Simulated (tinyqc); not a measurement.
Low-temperature mobility of a two-dimensional electron gas with static screening: one step, computed by the program tinyqc. Command: `OMP_NUM_THREADS=1 python tinyqc.py 3023579 3023580 out.jsonl twodeg walk`. One thread of a shared host (Intel(R) Xeon(R) Processor @ 2.30GHz), about 0.01 s of CPU time with the checks.

One subband is filled, the gas is degenerate and scatters at the Fermi circle; one permittivity serves on both sides of the interface. All formulas are in SI units, masses times m_0. Piezoelectric and polar phonons are left out, and n_s is taken as set by a gate, independent of N_i.

Question. Remote charges. Form factors with u = q/b: screening G(q) = [1 + 9u/8 + 3u^2/8]/(1 + u)^3, remote charge P(q) = exp(-q d)/(1 + u)^3. Dielectric function eps(q) = 1 + q_TF G(q)/q, with q = 2 k_F sin(theta/2). Remote charges: <|U|^2> = N_i [e^2 P(q)/(2 eps eps_0 q)]^2. 1/tau_t = (m/(pi hbar^3)) int_0^pi (1 - cos theta) <|U|^2>/eps(q)^2 dtheta; the quantum rate 1/tau_q drops the factor (1 - cos theta); 200 Gauss-Legendre points in s with theta = pi s^2, s from 0 to 1; mu = e tau_t/m.

Inputs (values chosen for the exercise, modelled on a silicon inversion layer):
```
quantity                                        value    unit
in-plane mass m                                 0.194     m_0
permittivity eps                                 11.8       -
roughness height Delta                           0.18      nm
correlation length Lambda                         2.8      nm
remote charge density N_i                     3.2e+10  1/cm^2
distance d of the charges from the interface      1.5      nm
temperature T                                      10       K
```

Wave function: Fang-Howard. Roughness spectrum: exponential.

k_F = 0.1078142 1/nm

b = 0.7976482 1/nm

q_TF = 1.242735 1/nm

effective field F = 0.04370434 MV/cm

Constants: m_0 = 9.1093837015e-31 kg; hbar = 1.054571817e-34 J s; e = 1.602176634e-19 C; eps_0 = 8.8541878128e-12 F/m.

Give: tau_t, charges; tau_q, charges; remote-charge mobility; tau_t/tau_q, charges.

Answer.

tau_t, charges = 8.424 ps

tau_q, charges = 5.338 ps

remote-charge mobility = 76371 cm^2/(V s)

tau_t/tau_q, charges = 1.578

Caution: k_B T exceeds a quarter of E_F, so scattering at the Fermi circle alone and zero-temperature screening are rough.
